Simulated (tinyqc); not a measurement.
Rectangular fin or nanosheet with a gate all round, subbands and threshold shift from confinement: charge and subband filling against gate voltage.

Undoped body with a flat potential across it, hard walls, transport along x. Three valley pairs (g = 2 each) with the longitudinal mass along x, y or z. Non-parabolicity enters the subband edges through E (1 + al E) = gamma, so E = 2 gamma/(1 + sqrt(1 + 4 al gamma)); motion within a subband is taken as parabolic with the band-edge mass. Energies are counted from the bulk band edge.

gamma = C pi^2 [a^2/(my (t + dl)^2) + b^2/(mz (H + dl)^2)], C = hbar^2/(2 m0). Each subband has N_k = g sqrt(2 mx m0 kB T/(pi hbar^2)). With degeneracy n = sum N_k F((EF - E_k)/Vt), F(x) = (1/sqrt(pi)) int_0^infinity u^(-1/2) du/(1 + exp(u - x)); gate: Vg = EF + q n/(Cg P), P = 2 (t + H), summed over the 60 lowest subbands at most, with Vg counted from the value that would put EF at the bulk band edge of an empty body. Cq = q dn/dEF.

Inputs (values chosen for the exercise); masses close to those of silicon: temperature T = 77 K; longitudinal mass ml = 0.898 m0; transverse mass mt = 0.19 m0; non-parabolicity al = 0.5 1/eV; width (along y) t = 8.1 nm; widening of the box by penetration into the insulator dl = 0.3 nm; gate capacitance per area of interface Cg = 2 uF/cm^2; height (along z) H = 8.1 nm.

Constants: q = 1.602176634e-19 C, kB = 1.380649e-23 J/K, hbar = 1.054571817e-34 J s, m0 = 9.1093837015e-31 kg, Vt = kB T/q, hbar^2/(2 m0) = 0.0380998212 eV nm^2. Results are converted to the units shown.

Result of one run:
```
Vg (V),EF - E_1 (eV),n (cm^-1),n/P (cm^-2),share of the lowest subband (%),Cq/(Cg P),total C/(Cg P)
-0.12,-0.1534,4.182e-4,129.1,44.57,1.558e-9,1.558e-9
```

What becomes of these results when the gate voltage Vg is changed from -0.12 to 0.76 V, all else the same?

Result of the changed run:
```
Vg (V),EF - E_1 (eV),n (cm^-1),n/P (cm^-2),share of the lowest subband (%),Cq/(Cg P),total C/(Cg P)
0.76,0.03852,2.783e7,8.589e12,19.77,19.17,0.9504
```

The whole series:
```
Vg (V),EF - E_1 (eV),n (cm^-1),n/P (cm^-2),share of the lowest subband (%),Cq/(Cg P),total C/(Cg P)
-0.12,-0.1534,4.182e-4,129.1,44.57,1.558e-9,1.558e-9
0.01,-0.02575,9.388e4,2.898e10,44.50,0.3453,0.2567
0.13,0.002542,3.803e6,1.174e12,40.93,8.819,0.8982
0.26,0.01293,8.641e6,2.667e12,34.27,14.40,0.9351
0.38,0.01983,1.322e7,4.079e12,28.72,18.18,0.9478
0.51,0.02629,1.821e7,5.621e12,24.50,19.68,0.9517
0.63,0.03210,2.283e7,7.046e12,21.84,19.44,0.9511
0.76,0.03852,2.783e7,8.589e12,19.77,19.17,0.9504
0.88,0.04444,3.244e7,1.001e13,18.28,19.41,0.9510
```

EF passes E_1 = 0.0334 eV at Vg = 0.107 V. The share of the lowest subband falls from 44.6 to 18.3 % and the total capacitance moves up and down between 1.56e-9 and 0.952 of Cg P. In the last row 4.9 % of an added gate voltage goes into raising EF (from the last two rows). For Vg = 0.13, 0.26, 0.38, 0.51, 0.63, 0.76, 0.88 the charge would bend the potential across the body noticeably, which is left out.

Program tinyqc, `OMP_NUM_THREADS=1 python tinyqc.py 2350067 2350068 out.jsonl`; Intel Xeon 2.30GHz, shared host, one thread, about 0.2 s.
